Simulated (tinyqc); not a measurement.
# Changing the temperature T

Model: configuration-coordinate model of a defect: Huang-Rhys factor and luminescence line shape. Computed by tinyqc, a small Python program. Command: `OMP_NUM_THREADS=1 python tinyqc.py 3017293 3017294 out.jsonl ccline sweep`. One thread of a shared host (Intel(R) Xeon(R) Processor @ 2.30GHz), about 0.04 s of CPU time with the checks.

Ground state E_g(Q) = (1/2) omega_g^2 Q^2; excited state E_e(Q) = E_0 + (1/2) omega_e^2 (Q - dQ)^2 with omega_e = omega_g and E_0 = E_ZPL. Q is mass-weighted; the dipole does not depend on Q (Condon approximation).

Inputs (values chosen for the exercise, for a model defect in a wide-gap host):
```
quantity                          value              unit
zero-phonon energy E_ZPL           2.44                eV
displacement dQ                   0.882  u^(1/2) angstrom
ground-state phonon hbar omega_g   40.3               meV
refractive index n_r               2.35                 -
transition dipole mu                1.2        e angstrom
quenching prefactor nu_0          3e+12               1/s
```

Modes: equal frequencies in both states.

Constants: hbar^2/u = 4.18015928e-03 eV angstrom^2; k_B = 8.617333262e-05 eV/K; hbar = 6.582119569e-16 eV s; e = 1.602176634e-19 C; eps_0 = 8.8541878128e-12 F/m; hbar = 1.054571817e-34 J s; c = 299792458 m/s.

Method:
- S = hbar omega dQ^2/(2 hbar^2/u) for each state; relaxation energy S hbar omega; absorption at E_0 + S_e hbar omega_e, emission at E_0 - S_g hbar omega_g; the Stokes shift is their difference.
- Overlaps <m_e|n_g> of harmonic-oscillator functions (Hermite recursion, positive leading coefficients) by a sum over an even grid (700 points from x = -9 to 9 + d for the small table, 1500 points from -16 to 16 + d for the thermal sums), with x = Q sqrt(omega_g/hbar), d = sqrt(2 S_g) and frequency ratio omega_e/omega_g.
- Initial levels m = 0..24 carry Boltzmann weights exp(-m hbar omega_e/k_B T), normalised; final levels n = 0..79; a line lies at E_ZPL + m hbar omega_e - n hbar omega_g with weight w_m <m|n>^2. Moments are taken over these weights without the E^3 factor; FWHM = 2 sqrt(2 ln 2) x standard deviation; the zero-phonon weight is the sum of w_m <m|m>^2.
- The curves cross at the root Q_c nearest dQ; the barrier is (1/2) omega_e^2 (Q_c - dQ)^2, with (1/2) omega^2 = (hbar omega)^2/(2 hbar^2/u). k_r = n_r omega^3 mu^2/(3 pi eps_0 hbar c^3) at the vertical emission energy, without local-field correction; k_nr = nu_0 exp(-barrier/k_B T) (Mott-Seitz); yield = k_r/(k_r + k_nr); T_1/2 = barrier/(k_B ln(nu_0/k_r)).

One run for each value:
```
temperature T (K)  FWHM from the second moment (eV)  zero-phonon weight  luminescence yield  mean emission energy (eV)
56                                          0.18381            0.023557                   1                     2.2889
81                                          0.18434            0.023998                   1                     2.2889
120                                         0.18754            0.026583                   1                     2.2889
170                                         0.19591            0.032702                   1                     2.2889
340                                         0.23793            0.052809                   1                     2.2889
490                                         0.27579            0.061347                   1                     2.2889
700                                         0.32377            0.065388                   1                     2.2889
```

Give the missing row, temperature T (K) = 240.

Computed row:
```
temperature T (K)  FWHM from the second moment (eV)  zero-phonon weight  luminescence yield  mean emission energy (eV)
240                                         0.21212            0.042275                   1                     2.2889
```

Interpolating between the two neighbouring rows (the first column on a logarithmic scale, the others too where they are positive) misses most in zero-phonon weight, by 1.8 %. Over the rows, FWHM from the second moment (eV) rises from 0.184 to 0.324 (exponent d ln y / d ln x 0.0078 between the first rows and 0.45 between the last); zero-phonon weight rises from 0.0236 to 0.0654 (exponent d ln y / d ln x 0.050 between the first rows and 0.18 between the last). At the low end the exponent of FWHM from the second moment is 0.01, close to 0: zero-point motion sets the width. At the high end the exponent of FWHM from the second moment is 0.45, close to 0.50: the classical limit. The scale is hbar omega_g/k_B = 468 K: below about a third of it only the lowest level emits.

Caution (all rows): the curves cross far outside the range of the harmonic model, so the barrier and T_1/2 have no quantitative meaning.

Extremes, crossings and ranges named in words are read from the listed rows.
